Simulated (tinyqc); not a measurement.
Inside a calculation. Model: chemical-mechanical planarisation: Preston law, pattern density and step-height reduction. Computed by tinyqc, a small Python program that keeps every step. Command: `OMP_NUM_THREADS=1 python tinyqc.py 3013582 3013583 out.jsonl cmp walk`. One thread of a shared host (Intel(R) Xeon(R) Processor @ 2.30GHz), about 0.01 s of CPU time with the checks. Intermediate numbers are printed to about 6 digits and carried at full precision; extremes and crossings named in words are read from the listed rows.

A row of 12 cells, repeated periodically, holds raised features that cover a share rho of each cell.

Inputs (values chosen for the exercise, close to those used for copper polishing):
```
quantity                          value  unit
Preston coefficient K           2.3e-13  1/Pa
pressure P                           27   kPa
platen and carrier speed             60   rpm
distance between the centres         14    cm
initial step height h0              220    nm
contact height h_c                   18    nm
film above the raised areas z0      430    nm
cell size                           1.8    mm
planarisation length                4.2    mm
polish time t                        15     s
```

local pattern densities, cell by cell: 0.25  0.6  0.5  0.7  0.4  0.5  0.3  0.1  0.3  0.5  0.25  0.1

## Blanket rate

With equal rotation speeds the relative speed is uniform, v = omega r_c; Preston rate R0 = K P v.

relative speed v = 0.879646 m/s

blanket rate R0 = 5.46260 nm/s

## Effective density

The stiff pad averages the density: rho_eff(i) = sum_j w_ij rho_j / sum_j w_ij, w = exp(-2 d^2/L^2), L the planarisation length and d the distance between cell centres, summed over all periodic images of cell j.

normalised weights (images included) for cells 0, 1, 2, ... apart: 0.341951  0.236824  0.078671  0.012535  0.000958  0.000035  0.000001

effective densities: 0.326003  0.454853  0.538053  0.546152  0.493230  0.410789  0.315535  0.263902  0.296139  0.324944  0.280435  0.249966

Local densities span 0.1 to 0.7, effective ones 0.250 to 0.546.

## State at time t

While h > h_c only raised areas polish, at R0/rho_eff, until t_c = rho_eff (h0 - h_c)/R0. After that h = h_c exp(-(t - t_c)/tau), tau = rho_eff h_c/R0; low areas polish at R0 (1 - h/h_c) and raised areas at R0 [1 + (1 - rho_eff) h/(rho_eff h_c)]. Removed from raised areas after t_c: h0 - h_c + R0 (t - t_c) + (1 - rho_eff)(h_c - h); from low areas: R0 (t - t_c) - rho_eff (h_c - h). Film left = z0 less the removal from raised areas.

Cells:
```
cell   rho_eff  t_c (s)  step h (nm)  removed, raised (nm)  removed, low (nm)  film left on raised areas (nm)
1     0.326003  12.0552       1.1607               229.436            10.5968                         200.564
2     0.454853  16.8199      39.8560               180.144             0.0000                         249.856
3     0.538053  19.8965      67.7120               152.288             0.0000                         277.712
4     0.546152  20.1960      69.9702               150.030             0.0000                         279.970
5     0.493230  18.2390      53.8724               166.128             0.0000                         263.872
6     0.410789  15.1905      20.5326               199.467             0.0000                         230.533
7     0.315535  11.6681       0.7304               232.021            12.7517                         197.979
8     0.263902   9.7588       0.0434               243.849            23.8919                         186.151
9     0.296139  10.9508       0.2839               236.589            16.8725                         193.411
10    0.324944  12.0160       1.1090               229.703            10.8118                         200.297
11    0.280435  10.3701       0.1200               240.157            20.2769                         189.843
12    0.249966   9.2434       0.0166               246.934            26.9508                         183.066
```

range of film left across the row = 96.9044 nm

largest remaining step = 69.9702 nm

thinnest film left = 183.066 nm

7 of 12 cells have reached contact. The cell with the lowest rho_eff has lost the most film from its raised areas.

## Local against global planarity over time

Times are multiples of h0/R0; the range is the largest minus the smallest removal from raised areas.

Steps and range (nm):
```
multiple    t (s)  largest step  smallest step  range across the row  mean removal from raised areas
0.10       4.0274       179.718        131.988                47.730                          63.060
0.20       8.0548       139.436         43.976                95.461                         126.120
0.30      12.0822        99.154          0.573               109.732                         182.807
0.45      18.1232        38.732          0.000                82.739                         232.381
0.60      24.1643         1.984          0.000                66.062                         269.335
0.80      32.2191         0.023          0.000                65.171                         313.498
1.00      40.2739         0.000          0.000                65.161                         357.500
1.30      52.3560         0.000          0.000                65.161                         423.500
1.70      68.4655         0.000          0.000                65.161                         511.500
```

Local steps shrink to 0.01 nm or less, but the range across the row reaches up to 109.7 nm among these rows and ends at 65.2 nm, against the limit (largest - smallest rho_eff) h0 = 65.2 nm: once flat, all cells polish alike and the difference stays. Evener density (dummy fill), a longer planarisation length or a smaller initial step reduces it. Caution: in the last rows the removal passes z0 somewhere, so they describe a thicker film than the one given.

Checks made by the program: volume removed per cell equals R0 t (relative difference below 1e-10).
